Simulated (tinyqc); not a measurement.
Three regimes over temperature: precursor delivery and alloy composition in metal-organic vapour-phase epitaxy. Computed by tinyqc, a small Python program. Command: `OMP_NUM_THREADS=1 python tinyqc.py 3010772 3010773 out.jsonl movpe walk`. One thread of a shared host (Intel(R) Xeon(R) Processor @ 2.30GHz), about 0.01 s of CPU time with the checks.

Carrier gas leaves each bubbler saturated. Group-III species cross a boundary layer and react at the surface; element 2 can also desorb. The film is (1)_(1-x) (2)_x V with a zinc-blende cell.

Inputs (values chosen for the exercise, close to those used for AlGaAs from TMAl and TMGa):

| quantity | value | unit |
|---|---|---|
| source 1: a in log10(p/torr) = a - b/T | 8.22 | - |
| source 1: b | 2134 | K |
| source 1: bath temperature | 23 | C |
| source 1: carrier flow | 31 | sccm |
| source 2: a | 8.07 | - |
| source 2: b | 1703 | K |
| source 2: bath temperature | -1 | C |
| source 2: carrier flow | 44 | sccm |
| bubbler pressure p_b | 760 | torr |
| group-V hydride flow | 48 | sccm |
| total flow | 22 | slm |
| reactor pressure p | 200 | torr |
| diffusivity D0 at 273.15 K and 760 torr | 0.45 | cm^2/s |
| boundary layer delta | 1.3 | cm |
| prefactor of the surface rate k_s | 3.2e+13 | cm/s |
| energy of k_s | 2 | eV |
| prefactor of the loss of element 2 | 1.1e+17 | layers/s |
| energy of the loss | 3.6 | eV |
| lattice constant a | 5.655 | angstrom |

Constants: k_B = 1.380649e-23 J/K; k_B = 8.617333262e-05 eV/K.

Method:
- Temperatures in kelvin are T(C) + 273.15.
- Vapour pressure p_v = 10^(a - b/T); precursor flow = carrier flow x p_v/(p_b - p_v); 1 sccm = 44.615 micromol/min; V/III = hydride flow over the sum of both; gas share x_g = F2/(F1 + F2).
- Partial pressure p_i = p F_i/(44615 x total flow in slm); density n_i = p_i/(k_B T), 1 torr = 133.322 Pa; D = D0 (T/273.15)^1.75 (760/p), h = D/delta, the same for both; k_s = prefactor x exp(-energy/(k_B T)); arrival J_i = n_i/(1/h + 1/k_s); in layers per second g_i = J_i a^2/2 (two group-III sites per a^2 on (001)).
- Loss of element 2 is r x with r = prefactor x exp(-energy/(k_B T)). Then x = (g2 - r x)/(g1 + g2 - r x), or r x^2 - (g1 + g2 + r) x + g2 = 0, smaller root; growth rate G = g1/(1 - x) layers/s; one layer is a/2 thick, 1 angstrom/s = 0.36 um/h.

molar flows (micromol/min): F1 19.0619, F2 183.368

gas share x_g = 0.905835

Growth:

| T (C) | k_s/h | r (layers/s) | x | G (um/h) |
|---|---|---|---|---|
| 450 | 5.1021e-02 | 8.9591e-09 | 0.90583 | 0.3145 |
| 500 | 3.6169e-01 | 3.7566e-07 | 0.90583 | 1.8095 |
| 550 | 2.0073e+00 | 1.0005e-05 | 0.90583 | 4.7660 |
| 600 | 9.0990e+00 | 1.8297e-04 | 0.90583 | 6.7241 |
| 650 | 3.4827e+01 | 2.4424e-03 | 0.90581 | 7.5621 |
| 700 | 1.1556e+02 | 2.4981e-02 | 0.90556 | 8.0031 |
| 750 | 3.3956e+02 | 2.0356e-01 | 0.90368 | 8.1936 |
| 800 | 8.9877e+02 | 1.3643e+00 | 0.89024 | 7.4658 |
| 850 | 2.1736e+03 | 7.7186e+00 | 0.73669 | 3.2223 |

G peaks at 750 C among these rows. Between the first rows the apparent energy is 1.69 eV, against 2 eV for k_s, as control is already mixed; k_s passes h between 500 and 550 C, well above which G depends weakly on T until desorption sets in. Among these rows x stays within 2 % of x_g up to 800 C and then falls, to 0.74 in the last row, as element 2 desorbs. Caution: trimethylaluminium is largely a dimer in the vapour, which would double its metal flow; it is counted as a monomer here. Caution: in these rows, too, a is fixed and both precursors share one D and k_s.

Extremes, crossings and ranges named in words are read from the listed rows.
